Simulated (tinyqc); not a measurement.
Abrupt p-n junction, non-linear Poisson equation by Newton steps: two steps of the calculation.

One dimension, p side on the left, n side on the right; net doping C = -Na for x < 0 and +Nd for x > 0. The potential psi is counted from the intrinsic level, and the quasi-Fermi potentials are flat: 0 for holes and -V for electrons, so n = ni exp((psi + V)/Vt) and p = ni exp(-psi/Vt) (Boltzmann statistics, full ionisation, no current).

Parameters, values chosen for the exercise; band and dielectric values those of a made-up semiconductor: temperature T = 450 K; relative permittivity eps_r = 15.4; bias of the p side against the n side V = 0 V.

Constants: q = 1.602176634e-19 C, kB = 1.380649e-23 J/K, Vt = kB T/q, eps0 = 8.8541878128e-14 F/cm where lengths are in cm. Results are converted to the units shown.

Problem 1. Densities, residual and Jacobian diagonal. n_i = ni exp((psi_i + V)/Vt), p_i = ni exp(-psi_i/Vt), rho_i = p_i - n_i + C_i, g_i = (n_i + p_i)/Vt. Box widths w_i = (h_(i-1) + h_i)/2 in cm. Residual F_i = a_i (psi_(i+1) - psi_i) - a_(i-1) (psi_i - psi_(i-1)) + q rho_i w_i; Jacobian: a_(i-1) and a_i beside the diagonal, b_i = -a_(i-1) - a_i - q g_i w_i on it. The two end nodes are fixed.

```
node,x (nm),psi after iteration 1 (V),net doping C (cm^-3)
0,-87.7,-0.64666776,-3.8e17
1,-71.7,-0.64654500,-3.8e17
2,-57.2,-0.64612416,-3.8e17
3,-44.2,-0.64466563,-3.8e17
4,-32.5,-0.64037695,-3.8e17
5,-21.9,-0.63024329,-3.8e17
6,-12.4,-0.61236601,-3.8e17
7,-3.85,-0.58842533,-3.8e17
8,3.85,0.40396631,1.7e16
9,16,0.41440428,1.7e16
10,35.4,0.43077506,1.7e16
11,66,0.45525531,1.7e16
12,114,0.48751198,1.7e16
13,191,0.51572077,1.7e16
14,313,0.52515585,1.7e16
15,506,0.52614660,1.7e16
16,811,0.52618615,1.7e16
```

```
interval,coupling a_i (F/cm^2)
0,8.5221558e-7
1,9.4037581e-7
2,1.0488807e-6
3,1.1654230e-6
4,1.2863631e-6
5,1.4353104e-6
6,1.5947894e-6
7,1.7708376e-6
8,1.1222592e-6
9,7.0285821e-7
10,4.4560292e-7
11,2.8407186e-7
12,1.7708376e-7
13,1.1176598e-7
14,7.0649996e-8
15,4.4706391e-8
```

ni = 2.1748206e10 cm^-3

Wanted: n; p; residual F; diagonal b.

Solution 1.

```
node,n (cm^-3),p (cm^-3)
0,1245,3.800e17
1,1249,3.788e17
2,1262,3.747e17
3,1311,3.609e17
4,1464,3.231e17
5,1901,2.488e17
6,3015,1.569e17
7,5589,8.462e16
8,7.272e14,6.504e5
9,9.518e14,4.969e5
10,1.452e15,3.258e5
11,2.729e15,1.733e5
12,6.271e15,7.543e4
13,1.298e16,3.644e4
14,1.655e16,2.857e4
15,1.698e16,2.785e4
16,1.700e16,2.782e4
```

```
node,residual F (1e-6 C/cm^2),diagonal b (F/cm^2)
1,0.000,-4.179e-6
2,0.000,-4.118e-6
3,0.000,-4.056e-6
4,-0.002,-3.940e-6
5,-0.009,-3.755e-6
6,-0.020,-3.615e-6
7,1.681,-3.650e-6
8,-1.743,-2.896e-6
9,0.004,-1.831e-6
10,0.006,-1.163e-6
11,0.007,-7.740e-7
12,0.007,-6.231e-7
13,0.002,-8.224e-7
14,0.000,-1.260e-6
15,0.000,-1.863e-6
```

Problem 2. Converged densities, field and charge. n and p as above; field E_i = -(psi_(i+1) - psi_i)/h_i on each interval; charge on either side of the peak Q = eps0 eps_r |E|max (Gauss).

```
node,x (nm),converged psi (V),net doping C (cm^-3)
0,-87.7,-0.64666776,-3.8e17
1,-71.7,-0.64659844,-3.8e17
2,-57.2,-0.64635927,-3.8e17
3,-44.2,-0.64551243,-3.8e17
4,-32.5,-0.64285644,-3.8e17
5,-21.9,-0.63551016,-3.8e17
6,-12.4,-0.61826722,-3.8e17
7,-3.85,-0.58485873,-3.8e17
8,3.85,-0.53251145,1.7e16
9,16,-0.45515583,1.7e16
10,35.4,-0.33873355,1.7e16
11,66,-0.17050095,1.7e16
12,114,0.05570831,1.7e16
13,191,0.32245577,1.7e16
14,313,0.50388401,1.7e16
15,506,0.52533222,1.7e16
16,811,0.52618615,1.7e16
```

ni = 2.1748206e10 cm^-3

Find: n; p; field E; peak |E|; charge Q.

Solution 2.

```
node,n (cm^-3),p (cm^-3)
0,1245,3.800e17
1,1247,3.793e17
2,1255,3.770e17
3,1282,3.688e17
4,1373,3.444e17
5,1660,2.850e17
6,2589,1.827e17
7,6128,7.719e16
8,2.364e4,2.001e16
9,1.737e5,2.722e15
10,3.498e6,1.352e14
11,2.679e8,1.766e12
12,9.148e10,5.170e9
13,8.887e13,5.322e6
14,9.565e15,4.945e4
15,1.663e16,2.844e4
16,1.700e16,2.782e4
```

```
interval,field E (kV/cm)
0,-0.04
1,-0.16
2,-0.65
3,-2.27
4,-6.93
5,-18.15
6,-39.07
7,-67.98
8,-63.67
9,-60.01
10,-54.98
11,-47.13
12,-34.64
13,-14.87
14,-1.11
15,-0.03
```

peak |E| = 67.98 kV/cm
charge Q = 92.70 nC/cm^2

Computed by the program tinyqc: `OMP_NUM_THREADS=1 python tinyqc.py 2000079 2000080 out.jsonl`, one thread of a shared Intel Xeon 2.30GHz, about 0.01 s for the whole run.
